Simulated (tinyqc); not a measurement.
From results back to parameters: six-band k.p model of the valence band of a wurtzite crystal. Two cases, with inputs chosen for the exercise.

Problem. In the quasi-cubic model the splittings of an unstrained wurtzite crystal obey (E1 - E2) + (E1 - E3) = Dcr + Dso and (E1 - E2)(E1 - E3) = (2/3) Dcr Dso. The two splittings are given, and it is known that Dcr > Dso.

Case 1.

E1 - E2, E1 - E3 (meV): 4.5087  73.5913

Case 2.

E1 - E2, E1 - E3 (meV): 4.5768  56.4232

Find: sum; product; Dcr; Dso.

Solution. Dcr and Dso are the roots of t^2 - S t + (3/2) P = 0; the energies alone cannot tell which is which, since the formulas are symmetric in the two.

Case 1.

sum = 78.10 meV
product = 331.8 meV^2
Dcr = 71.1 meV
Dso = 7.0 meV

Case 2.

sum = 61.00 meV
product = 258.2 meV^2
Dcr = 53.8 meV
Dso = 7.2 meV

Computed by tinyqc, one run a case: `OMP_NUM_THREADS=1 python tinyqc.py N N+1 out.jsonl` with N = 1080514, 1080545; one thread of a shared Intel(R) Xeon(R) Processor @ 2.30GHz, about 0.01 s a run at most.
